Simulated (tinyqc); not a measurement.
Inside a calculation. Model: electromigration in a confined line: Blech product, Korhonen stress evolution and Black's law. Computed by tinyqc, a small Python program that keeps every step. Command: `OMP_NUM_THREADS=1 python tinyqc.py 3012967 3012968 out.jsonl emigr walk`. One thread of a shared host (Intel(R) Xeon(R) Processor @ 2.30GHz), about 0.01 s of CPU time with the checks. Intermediate numbers are printed to about 7 digits and carried at full precision; extremes and crossings named in words are read from the listed rows.

The electron wind pushes atoms from the cathode (x = 0) to the anode (x = L); blocking ends build a back stress (tension positive). The input rho is taken not to change with temperature. d sigma/dt = d/dx [kappa (d sigma/dx + G)], with zero flux at both ends and sigma = 0 at t = 0.

Inputs (values chosen for the exercise, close to those used for cobalt lines):

| quantity | value | unit |
|---|---|---|
| resistivity rho | 10.6 | micro-ohm cm |
| atomic volume Omega | 11.1 | angstrom^3 |
| effective charge number Z* | 2.1 | - |
| prefactor D0 | 7.8e-07 | m^2/s |
| activation energy E | 1.25 | eV |
| effective modulus B | 41 | GPa |
| critical stress sigma_c | 340 | MPa |
| current density j | 2.1 | MA/cm^2 |
| line length L | 72 | um |
| test temperature T | 260 | C |
| time as a fraction of L^2/kappa, s | 0.0057 | - |
| use temperature T_u | 105 | C |
| use current density j_u | 0.2 | MA/cm^2 |
| current exponent n | 1.2 | - |

Start: stress-free.

Constants: e = 1.602176634e-19 C; k_B = 8.617333262e-05 eV/K; k_B = 1.380649e-23 J/K.

## Driving force and diffusivities

G = Z* e rho j/Omega; D = D0 exp(-E/(k_B T)); kappa = D B Omega/(k_B T); drift velocity of an unconfined line v = D Z* e rho j/(k_B T). SI: 1 micro-ohm cm = 1e-8 ohm m, 1 MA/cm^2 = 1e10 A/m^2. Temperatures in kelvin are T(C) + 273.15.

stress gradient G = 67.47329 MPa/um

diffusivity D = 1.191387e-18 m^2/s

kappa = 7.365918e-17 m^2/s

drift velocity = 0.4363926 nm/h

## Steady state and Blech product

At steady state sigma(x) = G (L/2 - x). A void forms only if the cathode stress reaches sigma_c, that is if j L exceeds (j L)_c = 2 Omega (sigma_c)/(Z* e rho). Time scale tau = L^2/kappa.

steady cathode stress = 2429.038 MPa

j L = 15120 A/cm

critical product (j L)_c = 2116.393 A/cm

tau = 19549.50 h

j L is 7.14 times the critical product: the line can fail. Caution: a steady stress above sigma_c is formal, since a void forms first.

## Series terms at the cathode

sigma(x, t) = G L [1/2 - x/L - 4 sum_(m odd) cos(m pi x/L) exp(-m^2 pi^2 s)/(m pi)^2], s = t/tau, summed to m = 399. The terms at x = 0 are 4 exp(-m^2 pi^2 s)/(m pi)^2; tau = L^2/kappa.

terms for m = 1, 3, 5, 7: 0.3831142  0.02714125  0.003972102  5.252868e-04

cathode stress at time s = 413.8632 MPa

time t = 111.4321 h

Caution: the stress exceeds sigma_c: a void would already have formed and relaxed it, so the value is formal.

## Stress along the line

Steady state: G L (1/2 - x/L). Take x/L = 0, 0.1, 0.2, 0.3, 0.4, 0.6, 0.8 and 1.

Stress (MPa):

| x/L | at time s | steady state |
|---|---|---|
| 0.0 | 413.8632 | 2429.038 |
| 0.1 | 97.3843 | 1943.231 |
| 0.2 | 12.2919 | 1457.423 |
| 0.3 | 0.7641 | 971.615 |
| 0.4 | 0.0222 | 485.808 |
| 0.6 | -0.0222 | -485.808 |
| 0.8 | -12.2919 | -1457.423 |
| 1.0 | -413.8632 | -2429.038 |

Caution: stresses above sigma_c are formal, since a void forms first.

## Finite line against the semi-infinite law

Semi-infinite line: sigma(0, t) = 2 G L sqrt(s/pi). One-term form: keep m = 1 alone.

Cathode stress (MPa):

| s | t (h) | full series | semi-infinite | one term |
|---|---|---|---|---|
| 0.002 | 3.909900e+01 | 245.151 | 245.151 | 498.618 |
| 0.005 | 9.774750e+01 | 387.618 | 387.618 | 554.937 |
| 0.01 | 1.954950e+02 | 548.175 | 548.175 | 645.175 |
| 0.02 | 3.909900e+02 | 775.237 | 775.237 | 812.826 |
| 0.05 | 9.774750e+02 | 1224.449 | 1225.757 | 1227.026 |
| 0.1 | 1.954950e+03 | 1695.182 | 1733.482 | 1695.212 |
| 0.2 | 3.909900e+03 | 2155.536 | 2451.514 | 2155.536 |
| 0.4 | 7.819800e+03 | 2391.046 | 3466.965 | 2391.046 |
| 0.8 | 1.563960e+04 | 2428.305 | 4903.029 | 2428.305 |

Among these rows the semi-infinite law holds to 1 % up to s = 0.05 and the one-term form from s = 0.05 on: the far end is felt once sqrt(kappa t) is no longer small against L, and by then the terms with m > 1 have nearly died out. The critical stress 340 MPa is passed between s = 0.002 and 0.005. Caution: rows beyond sigma_c are formal, since a void ends the model there.

## Time to nucleate a void

Solve sigma(0, t) = sigma_c for s; the semi-infinite estimate is t = (pi/kappa) ((sigma_c)/(2 G))^2.

nucleation time = 75.20637 h

semi-infinite estimate = 75.20637 h

The two agree: the void nucleates before the far end is felt, so the time scales as 1/j^2 and not with L.

## Extrapolation by Black's law

Median life t50 = A j^(-n) exp(E/(k_B T)); acceleration factor = t50(use)/t50(test) = (j/j_u)^n exp[(E/k_B)(1/T_u - 1/T)].

current factor = 16.80456

temperature factor = 69707.65

acceleration factor = 1171406

At the use current j_u L lies below the critical product, where Black's law does not apply: the line would not fail by this mechanism. Caution: an acceleration factor above a million assumes one mechanism over a range that no test covers. Caution: j_u L lies below the critical product, so the acceleration factor is formal: at use the line would not void.

Checks made by the program: series against a 200-cell finite-volume solution (on the scale of G L) (relative difference 5e-06).
